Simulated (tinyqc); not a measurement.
From results back to parameters: electrons shared among three sets of ellipsoidal valleys. Three cases, with inputs chosen for the exercise.

Problem. An ellipsoidal valley with ml > mt has m_d = (ml mt^2)^(1/3) and 1/m_c = (1/ml + 2/mt)/3.
Find: K = ml/mt; ml; mt.

Method. m_d/m_c = K^(1/3) (2 + 1/K)/3 rises steadily for K > 1, so it fixes K; then mt = m_d/K^(1/3) and ml = K mt.

Case 1.

m_d = 0.232999 m0
m_c = 0.145571 m0

Solution.

K = ml/mt = 12.28
ml = 1.240 m0
mt = 0.1010 m0

Case 2.

m_d = 0.320203 m0
m_c = 0.196473 m0

Solution.

K = ml/mt = 13.05
ml = 1.775 m0
mt = 0.1360 m0

Case 3.

m_d = 0.304267 m0
m_c = 0.209921 m0

Solution.

K = ml/mt = 8.69
ml = 1.286 m0
mt = 0.1480 m0

Computed by tinyqc, one run a case: `OMP_NUM_THREADS=1 python tinyqc.py N N+1 out.jsonl` with N = 1650224, 1650299, 1650347; one thread of a shared Intel(R) Xeon(R) Processor @ 2.30GHz, about 0.01 s a run at most.
